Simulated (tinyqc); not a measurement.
Semiconductor laser, carrier and photon rate equations: two steps of the calculation.

Carrier density N and photon density S in one mode: dN/dt = F1 = eta I/(q V) - (A N + B N^2 + C N^3) - vg g S; dS/dt = F2 = G vg g S + G be B N^2 - S/tp, with g = g0 ln(N/Ntr)/(1 + ec S). Output power P = Fo Eph S V/(G tp). No heating, no carrier transport.

Values chosen for this exercise: active volume V = 2.4e-11 cm^3; confinement factor G = 0.075; group velocity vg = 7.32e9 cm/s; gain coefficient g0 = 1400 1/cm; transparency density Ntr = 1.5e18 cm^-3; gain compression ec = 6.5e-18 cm^3; photon lifetime tp = 1.5 ps; defect recombination coefficient A = 2.7e7 1/s; radiative coefficient B = 1.1e-10 cm^3/s; Auger coefficient C = 8.3e-30 cm^6/s; share of spontaneous emission into the mode be = 0.00085; injection efficiency eta = 0.82; share of cavity losses that is output Fo = 0.57; photon energy Eph = 1.9 eV; drive current I = 38 mA; time step dt = 3 ps.

Constants: q = 1.602176634e-19 C. Results are converted to the units shown.

Task 1. Power, relaxation frequency, damping and bandwidth. Jacobian, with a = g0/(N (1 + ec S)) and d = g/(1 + ec S): J11 = -(A + 2 B N + 3 C N^2) - vg a S, J12 = -vg d, J21 = G vg a S + 2 G be B N, J22 = G vg d - 1/tp. wR^2 = det J, gamma = -trace J, fR = wR/(2 pi); the response wR^2/(wR^2 - w^2 + i gamma w) falls to 1/sqrt(2) at w^2 = x + sqrt(x^2 + wR^4), x = wR^2 - gamma^2/2 (f3dB = w/(2 pi)).

N = 3.584485175e18 cm^-3
S = 6.988928774e14 cm^-3

Give: P; fR; gamma; f3dB.

Result 1.

P = 25.87 mW
fR = 5.804 GHz
gamma = 6.268 1/ns
f3dB = 8.972 GHz

Task 2. One Runge-Kutta step of a transient. y = (N, S), k1 = F(y), k2 = F(y + dt k1/2), k3 = F(y + dt k2/2), k4 = F(y + dt k3), y(new) = y + dt (k1 + 2 k2 + 2 k3 + k4)/6.

(N, S) at the start: N (1e18 cm^-3) 3.656, S (1e15 cm^-3) 0.349

Find: slopes per ps, N in 1e18 and S in 1e15 cm^-3; (N, S) after the step.

Result 2.

slopes per ps, N in 1e18 and S in 1e15 cm^-3:
```
,dN/dt,dS/dt
k1,0.002950,0.005864
k2,0.002860,0.006327
k3,0.002854,0.006328
k4,0.002758,0.006807
```

(N, S) after the step: N (1e18 cm^-3) 3.665, S (1e15 cm^-3) 0.3680

Computed by the program tinyqc: `OMP_NUM_THREADS=1 python tinyqc.py 2840020 2840021 out.jsonl`, one thread of a shared Intel Xeon 2.30GHz, about 0.01 s for the whole run.
